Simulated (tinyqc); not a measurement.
From results back to parameters: Boltzmann transport in a parabolic band with a power-law relaxation time. Two cases, with inputs chosen for the exercise.

Problem. The Seebeck coefficient and the Hall density nH = n/rH are given; md is hidden (a Pisarenko analysis).

F_j(eta) = (1/Gamma(j + 1)) integral_0^infinity x^j dx/(1 + exp(x - eta)), which tends to exp(eta) for eta << 0.

n = N F_1/2(eta) with N = 2 (m kB T/(4 pi c))^(3/2) with c = hbar^2/2m0, in 1/angstrom^3; times 1e24 for 1/cm^3, m = md.

tau = tau0 x^r with x = E/kT. With K_j = Gamma(j + 1) F_j(eta): <tau> = tau0 (r + 3/2) K_(r+1/2)/((3/2) K_(1/2)); mu = <tau>/(mc m0/e), m0/e = 5.685630e-12 kg/C; Hall factor rH = (3/2) K_(1/2) (2r + 3/2) K_(2r+1/2)/((r + 3/2) K_(r+1/2))^2; Seebeck S = -(kB/e) [(r + 5/2) K_(r+3/2)/((r + 3/2) K_(r+1/2)) - eta]; Lorenz number L = (kB/e)^2 [(r + 7/2) K_(r+5/2)/((r + 3/2) K_(r+1/2)) - ((r + 5/2) K_(r+3/2)/((r + 3/2) K_(r+1/2)))^2]; kB/e in V/K. Valley anisotropy is left out of rH.

Constants: hbar^2/2m0 = 3.80998211 eV angstrom^2; kB = 8.617333262e-05 eV/K.

Case 1.

Values chosen (out of a larger set: masses near those of InP; tau0 is set for a mobility of the usual size at this n, kL is a free input; freeze-out and phonon drag, which matter near 77 K, are left out; not measured data): r = -0.5 (exponent of tau); T = 500 K.

S = -629.106 microvolt/K
nH = 5.1794e+15 1/cm^3

Case 2.

Values chosen (out of a larger set: masses near those of GaN; tau0 is set for a mobility of the usual size at this n, kL is a free input; freeze-out and phonon drag, which matter near 77 K, are left out; not measured data): r = 1.5 (exponent of tau); T = 300 K.

S = -519.262 microvolt/K
nH = 1.5289e+17 1/cm^3

Find: eta; rH; n; md.

Solution. S depends on eta alone and |S| falls steadily with it; eta gives rH and so n, and N = n/F_1/2(eta) gives md from N proportional to md^(3/2).

Case 1.

eta = -5.30
rH = 1.178
n = 6.1e+15 1/cm^3
md = 0.080 m0

Case 2.

eta = -1.99
rH = 1.897
n = 2.9e+17 1/cm^3
md = 0.199 m0

Computed by tinyqc, one run a case: `OMP_NUM_THREADS=1 python tinyqc.py N N+1 out.jsonl` with N = 1681011, 1681069; one thread of a shared Intel(R) Xeon(R) Processor @ 2.30GHz, about 0.01 s a run at most.
